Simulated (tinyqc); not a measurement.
Superjunction drift layer against a plain one, charge balance: two steps of the calculation.

Alternating n and p pillars of equal width wp, doping N and length Lp. When depleted, the lateral field peaks at Ex = q N wp/(2 eps0 eps_r) at the pillar junctions and a uniform vertical field Ey is added; breakdown is taken where Ex^2 + Ey^2 = Ef^2. Only the n pillars conduct, narrowed by the zero-bias depletion. A first-order model: the field peaks at the pillar ends are left out.

Inputs (values chosen for the exercise); values close to those of gallium nitride:
- eps_r = 9.34 (relative permittivity of the semiconductor)
- E16 = 3.09 MV/cm (critical field at a doping of 1e16 cm^-3)
- mx = 1080 cm^2/(V s) (mobility at low doping)
- mi = 61.6 cm^2/(V s) (mobility at high doping)
- Nr = 2e17 cm^-3 (reference doping of the mobility)
- BV = 3300 V (wanted breakdown voltage)
- wp = 0.5 um (width of each pillar)
- Ef = 2.8 MV/cm (critical field inside the pillars)
- a = 0.71 (lateral peak field as a share of Ef)
- Vb = 2.8 V (built-in voltage of the pillar junctions)

Constants: q = 1.602176634e-19 C, eps0 = 8.8541878128e-14 F/cm where lengths are in cm. Results are converted to the units shown.

Question 1. Doping of the plain drift layer. Ec(N) = E16 (N/1e16 cm^-3)^(1/8); N(new) = eps0 eps_r Ec(N)^2/(2 q BV).

N at the start = 1e16 cm^-3

Find: Ec; N after iteration 1.

Answer 1.

Ec = 3.090 MV/cm
N after iteration 1 = 7.467e15 cm^-3

Question 2. Design of the pillars. Ex = a Ef gives N = 2 eps0 eps_r a Ef/(q wp); Ey = Ef sqrt(1 - a^2); Lp = BV/Ey; xd = sqrt(eps0 eps_r Vb/(q N)) on each side; Rsp = 2 Lp/(q mu(N) N (1 - 2 xd/wp)). mu(N) = mi + (mx - mi)/(1 + (N/Nr)^0.9).

Give: N; Ey; Lp; xd; Rsp.

Answer 2.

N = 4.105e17 cm^-3
Ey = 1.972 MV/cm
Lp = 16.74 um
xd = 0.05934 um
Rsp = 0.1622 mohm cm^2

The pillars have an aspect ratio of 33.5. Their doping is 60.6 times, and their Rsp 0.0811 times, that of the plain layer.

Computed by the program tinyqc: `OMP_NUM_THREADS=1 python tinyqc.py 2590064 2590065 out.jsonl`, one thread of a shared Intel Xeon 2.30GHz, about 0.01 s for the whole run.
